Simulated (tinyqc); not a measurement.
Inside a calculation. Model: global model of a low-pressure process discharge: electron temperature, density, ion flux and ion energy. Computed by tinyqc, a small Python program that keeps every step. Command: `OMP_NUM_THREADS=1 python tinyqc.py 3113853 3113854 out.jsonl plasma walk`. One thread of a shared host (Intel(R) Xeon(R) Processor @ 2.30GHz), about 0.01 s of CPU time with the checks. Intermediate numbers are printed to about 6 digits and carried at full precision; extremes and crossings named in words are read from the listed rows.

Maxwellian electrons with temperature T_e in eV, one positive ion, no negative ions, uniform bulk density n; rate constants have the Arrhenius form.

Inputs (values chosen for the exercise, of the order of those of an inductive discharge in a simple atomic gas):
```
quantity,value,unit
ion mass M,40,u
ionisation prefactor K0,6.5e-14,m^3/s
ionisation energy E_iz,16.2,eV
excitation prefactor X0,3e-14,m^3/s
excitation energy E_ex,9.41,eV
elastic rate constant K_el,1.2e-13,m^3/s
ion-neutral cross section,1.1e-18,m^2
pressure p,1.7,Pa
gas temperature T_g,600,K
radius R,24,cm
height L,7.2,cm
absorbed power P,670,W
bias power P_b,120,W
radius of the biased electrode,7.5,cm
bias frequency,60,MHz
mixing,0.4,-
```

Constants: k_B = 1.380649e-23 J/K; e = 1.602176634e-19 C; u = 1.6605390666e-27 kg; m_0 = 9.1093837015e-31 kg; eps_0 = 8.8541878128e-12 F/m.

## Geometry factors

n_g = p/(k_B T_g); lambda_i = 1/(n_g sigma); h_L = 0.86/sqrt(3 + L/(2 lambda_i)), h_R = 0.8/sqrt(4 + R/lambda_i); A_eff = 2 pi R^2 h_L + 2 pi R L h_R; d_eff = pi R^2 L/A_eff.

gas density n_g = 2.05217e+20 1/m^3

ion mean free path = 0.442989 cm

h_L = 0.257820

h_R = 0.104885

A_eff = 1046.96 cm^2

d_eff = 12.4444 cm

## A fixed-point cycle for T_e

Particle balance: K0 exp(-E_iz/T_e) n_g d_eff = u_B, u_B = sqrt(e T_e/M). Cycle: T_out = T sqrt(loss/creation) with loss/creation = u_B/(K0 exp(-E_iz/T) n_g d_eff); T -> T + mixing (T_out - T), kept between 0.3 and 60 eV, from 3 eV; stop at |T_out - T| < 1e-9 eV or after 60 steps.

Course:
```
step,T (eV),T_out (eV),residual (eV)
0,3.00000,1.79699,-1.20301e+00
1,2.51880,2.41910,-9.96950e-02
2,2.47892,2.49722,1.83065e-02
3,2.48624,2.48244,-3.79764e-03
4,2.48472,2.48549,7.71230e-04
5,2.48503,2.48487,-1.57321e-04
6,2.48497,2.48500,3.20627e-05
7,2.48498,2.48497,-6.53570e-06
8,2.48498,2.48498,1.33219e-06
9,2.48498,2.48498,-2.71548e-07
10,2.48498,2.48498,5.53510e-08
11,2.48498,2.48498,-1.12825e-08
12,2.48498,2.48498,2.29976e-09
13,2.48498,2.48498,-4.68770e-10
```

last residual = 4.68770e-10 eV

Converged in 14 steps.

## Electron temperature

Root found by bracketing.

T_e = 2.48498 eV

Bohm velocity u_B = 2448.28 m/s

K_iz = 9.58676e-17 m^3/s

## Energy per pair and density

E_c = E_iz + (X0 exp(-E_ex/T_e) E_ex + K_el (3 m_0/M) T_e)/K_iz; wall potential V_s = (T_e/2) ln(M/(2 pi m_0)); E_T = E_c + 2 T_e + T_e/2 + V_s; n = P/(e u_B A_eff E_T); ion current density J = e h_L n u_B; ionised share n/n_g.

collisional loss per pair E_c = 83.0812 eV

wall potential V_s = 11.6287 V

E_T = 100.922 eV

plasma density n = 1.61654e+11 1/cm^3

ion current density J = 1.63484 mA/cm^2

ionised share = 7.87720e-04

Collisions take 82 % of the power and the walls the rest. T_e came from the particle balance alone; the power sets only n.

## Biased electrode

All bias power goes to ions: V_b = P_b/(J pi r^2). Debye length at the sheath edge lambda_D = sqrt(eps_0 T_e/(e h_L n)); Child-law sheath s = (sqrt2/3) lambda_D (2 V/T_e)^(3/4), V = V_b + V_s; ion transit time tau_i = 3 s sqrt(M/(2 e V)); collisions in the sheath s/lambda_i.

bias voltage V_b = 415.368 V

lambda_D = 57.4022 micrometre

sheath width s = 2.15984 mm

ion transit time = 142.763 ns

transit time over bias period = 8.56577

s/lambda_i = 0.487561

Ions take many periods to cross and see the mean voltage: a narrow energy distribution.

## Pressure series at fixed power

n_g = p/(k_B T_g), lambda_i = 1/(n_g sigma), K_iz = K0 exp(-E_iz/T_e), h_L = 0.86/sqrt(3 + L/(2 lambda_i)), h_R = 0.8/sqrt(4 + R/lambda_i), A_eff = 2 pi R^2 h_L + 2 pi R L h_R and d_eff = pi R^2 L/A_eff follow p. E_c = E_iz + (X0 exp(-E_ex/T_e) E_ex + K_el (3 m_0/M) T_e)/K_iz; E_T = E_c + (5/2) T_e + (T_e/2) ln(M/(2 pi m_0)); n = P/(e u_B A_eff E_T); J = e h_L n u_B. Pressures without a root below 2 E_iz are left out.

Against pressure:
```
p (Pa),T_e (eV),E_c (eV),E_T (eV),n (1/cm^3),J (mA/cm^2)
0.1,6.28277,29.005,74.112,7.27293e+10,2.09184
0.2,4.61745,35.110,68.262,1.00061e+11,2.31336
0.5,3.40703,48.096,72.557,1.30964e+11,2.22816
1.0,2.82284,64.399,84.666,1.50121e+11,1.93506
2.0,2.39564,90.271,107.471,1.64545e+11,1.53779
5.0,1.98542,149.484,163.739,1.74696e+11,1.01561
10.0,1.75426,225.905,238.500,1.75738e+11,0.69884
20.0,1.57038,347.594,358.868,1.72180e+11,0.46499
```

T_e falls from 6.28 to 1.57 eV, n changes by a factor 2.4 and J by 0.22; in J = P h_L/(A_eff E_T), E_T changes by a factor 4.84 and is least at 0.2 Pa, between wall losses at high T_e and excitation losses at low T_e.

Checks made by the program: cycle against bracketing (relative difference below 1e-10).
